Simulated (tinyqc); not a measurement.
sp3s* tight binding: sweeps and comparisons. A value that a table varies takes the place of the one given here.

sp3s* tight binding, nearest neighbours only: anion (a) at 0, cation (c) at a/4 (1,1,1), orbitals s, px, py, pz, s* on each; k in units of 2 pi/a. With phases e_j = exp(i (pi/2) k.n_j) for n = (1,1,1), (1,-1,-1), (-1,1,-1), (-1,-1,1): g0 = (e1+e2+e3+e4)/4, g1 = (e1+e2-e3-e4)/4, g2 = (e1-e2+e3-e4)/4, g3 = (e1-e2-e3+e4)/4. The diagonal holds the levels Esa, Epa, Exa (s*) and Esc, Epc, Exc. Anion-cation block: <sa|sc> = Vss g0; <sa|xc> = Vsapc g1; <xa|sc> = -Vscpa g1; <xa|xc> = Vxx g0; <xa|yc> = <ya|xc> = Vxy g3, <xa|zc> = <za|xc> = Vxy g2, <ya|zc> = <za|yc> = Vxy g1; <s*a|xc> = Vxapc g1; <xa|s*c> = -Vpaxc g1; y and z take g2 and g3 in place of g1; s-s* and s*-s* vanish.

Inputs chosen for the exercise (near a published set for diamond, fitted to gaps, whose masses and valley positions are rough; not measured data): Esa = -4.557 eV (s level of the anion); Epa = 3.832 eV (p level of the anion); Esc = -4.557 eV (s level of the cation); Epc = 3.832 eV (p level of the cation); Exa = 11.351 eV (s* level of the anion); Exc = 11.351 eV (s* level of the cation); Vss = -22.66 eV (s-s); Vxx = 3.837 eV (px-px); Vxy = 11.644 eV (px-py); Vsapc = 15.205 eV (s anion, p cation); Vscpa = 15.205 eV (s cation, p anion); Vxapc = 8.195 eV (s* anion, p cation); Vpaxc = 8.195 eV (p anion, s* cation); eta = 2 (scaling exponent); D001 = 0.24 (ratio -ezz/exx).

## What the s* orbital does

The s* couplings Vxapc and Vpaxc are scaled by f; f = 0 is the plain sp3 model. Gaps from the top of the valence band at Gamma; the Delta value is the minimum on (x,0,0), 0.5 <= x <= 1.

Gaps (eV):

| f | Gamma | Delta | L | x of the minimum |
|---|---|---|---|---|
| 0.00 | 7.6740 | 10.2948 | 11.3560 | 0.500 |
| 0.25 | 7.6740 | 9.3602 | 11.0064 | 0.500 |
| 0.50 | 7.6740 | 8.0496 | 10.1119 | 0.500 |
| 0.75 | 7.6740 | 6.7156 | 8.9205 | 0.500 |
| 0.90 | 7.6740 | 5.8891 | 8.1313 | 0.551 |
| 1.00 | 7.6740 | 5.3184 | 7.5870 | 0.574 |
| 1.10 | 7.6740 | 4.7412 | 7.0326 | 0.591 |

The gap at Gamma stays, since g1 to g3 vanish there. From f = 0 to 1 the s* levels lower the Delta value by 4.976 eV and L by 3.769 eV. For f = 0, 0.25, 0.5 and 0.75 the least value lies at x = 0.5, the end of the range: any valley further out lies above that value until s* has lowered it enough. The lowest of the three is Gamma at f = 0 and the Delta line at f = 1.

## Hydrostatic strain (sp3s* tight binding, strained)

Strain e moves each bond vector to d = (1 + e) d0 (no internal displacement for the diagonal strains used here) and k is given in fractions of the strained reciprocal cell, so the phases stay. Two-centre values Vss_sigma = Vss/4, Vsp_sigma = sqrt3 V/4 for each s-p and s*-p pair, Vpp_sigma = (Vxx + 2 Vxy)/4, Vpp_pi = (Vxx - Vxy)/4 are scaled by (d0/d)^eta and combined with the new direction cosines; the levels on the diagonal stay.

exx = eyy = ezz = e. Gaps as measured from the top of the valence band; the deformation potentials are (gap(0.01) - gap(-0.01))/0.06.

Gaps (eV):

| e | Gamma | Delta | L | x of the minimum |
|---|---|---|---|---|
| -0.03 | 8.1560 | 5.4779 | 7.7502 | 0.575 |
| -0.02 | 7.9904 | 5.4241 | 7.6948 | 0.575 |
| -0.01 | 7.8298 | 5.3710 | 7.6404 | 0.575 |
| 0.00 | 7.6740 | 5.3184 | 7.5870 | 0.574 |
| 0.01 | 7.5228 | 5.2664 | 7.5345 | 0.574 |
| 0.02 | 7.3760 | 5.2148 | 7.4830 | 0.574 |
| 0.03 | 7.2335 | 5.1638 | 7.4323 | 0.574 |

gap deformation potentials (eV): Gamma -5.117, Delta -1.744, L -1.764

Per unit of volume strain the gaps move by -5.12 (Gamma), -1.74 (Delta) and -1.76 eV (L). The lowest valley stays the Delta line over the range. These potentials follow from the one exponent eta, which fitted models replace by one for each integral; with it the sizes are rough, the sign for Delta can be wrong (in Si, Ge and the III-V crystals measured values are small and positive), and the pressures at which valleys cross, and which valley takes over, are rough too. A gap of zero, where one is listed, marks an s level that has sunk below the valence top.

## Biaxial strain splits the top of the valence band (sp3s* tight binding, strained)

No spin-orbit coupling; k = 0; exx = eyy = e, ezz = -D001 e. The four bonds keep equal lengths, and the sums over them give Vxx(e) for px and py and Vzz(e) for pz; each level is the lower root of [[Epa, V], [V, Epc]], and the s level the upper root of the s block. The shear potential b follows from E(x,y) - E(z) = 3 b (exx - ezz), taken as the slope between e = -0.005 and 0.005.

Couplings and levels at Gamma (eV):

| e | ezz | Vxx(e) | Vzz(e) | E(x,y) | E(z) | E(x,y) - E(z) (meV) | upper s level |
|---|---|---|---|---|---|---|---|
| -0.020 | 0.0048 | 3.7279 | 4.3286 | 0.1041 | -0.4966 | 600.7 | 18.6410 |
| -0.010 | 0.0024 | 3.7841 | 4.0786 | 0.0479 | -0.2466 | 294.5 | 18.3704 |
| -0.005 | 0.0012 | 3.8110 | 3.9568 | 0.0210 | -0.1248 | 145.8 | 18.2363 |
| 0.005 | -0.0012 | 3.8622 | 3.7192 | -0.0302 | 0.1128 | -143.0 | 17.9705 |
| 0.010 | -0.0024 | 3.8866 | 3.6035 | -0.0546 | 0.2285 | -283.1 | 17.8387 |
| 0.020 | -0.0048 | 3.9331 | 3.3778 | -0.1011 | 0.4542 | -555.3 | 17.5775 |

b = -7.763 eV

Under tension in the plane (e > 0) the bonds tilt towards the plane, Vxx grows to 3.8866 and Vzz falls to 3.6035 eV at e = 0.01, and the pz state forms the top of the valence band, by 283.1 meV; under compression (e = -0.01) the px, py pair does, by 294.5 meV. The slope gives b = -7.76 eV, a rough value, since on-site strain terms are left out (measured values lie near -2 eV).

## What each parameter does

Gaps from the top of the valence band at Gamma; Delta is the minimum on (x,0,0), 0.5 <= x <= 1. A change on one sublattice alone makes the two atoms unequal. Each row changes one parameter from the base and keeps the others.

Results:

| case | Ev (eV) | gap Gamma (eV) | gap Delta (eV) | gap L (eV) |
|---|---|---|---|---|
| base | -0.0050 | 7.6740 | 5.3184 | 7.5870 |
| Vpaxc = 7.895 eV | -0.0050 | 7.6740 | 5.4231 | 7.6862 |
| Vscpa = 14.905 eV | -0.0050 | 7.6740 | 5.2682 | 7.5559 |
| Vsapc = 15.505 eV | -0.0050 | 7.6740 | 5.3668 | 7.6160 |
| Vss = -22.36 eV | -0.0050 | 7.6740 | 5.3379 | 7.5967 |
| Exc = 11.051 eV | -0.0050 | 7.6740 | 5.2449 | 7.4726 |
| Vxy = 11.344 eV | -0.0050 | 7.6740 | 5.3184 | 7.5245 |

The largest shifts from the base row, up to three for each result and ties (the steps differ in size, so this ranks the rows, not the parameters). Ev (eV): unchanged at the printed digits by Vpaxc, Vscpa, Vsapc, Vss, Exc and Vxy. gap Gamma (eV): unchanged at the printed digits by Vpaxc, Vscpa, Vsapc, Vss, Exc and Vxy. gap Delta (eV): Vpaxc +0.1047, Exc -0.0735, Vscpa -0.0502; unchanged at the printed digits by Vxy. gap L (eV): Exc -0.1144, Vpaxc +0.0992, Vxy -0.0625. Vpaxc, Vscpa, Vsapc, Exc and Vxy cannot move Ev or the gap at Gamma, whose blocks do not hold them; s parameters never move Ev, and move the gap only where the lowest empty level at Gamma is s-like.

tinyqc: `OMP_NUM_THREADS=1 python tinyqc.py 1450961 1450962 out.jsonl`; about 0.07 s, one thread, shared Intel(R) Xeon(R) Processor @ 2.30GHz.
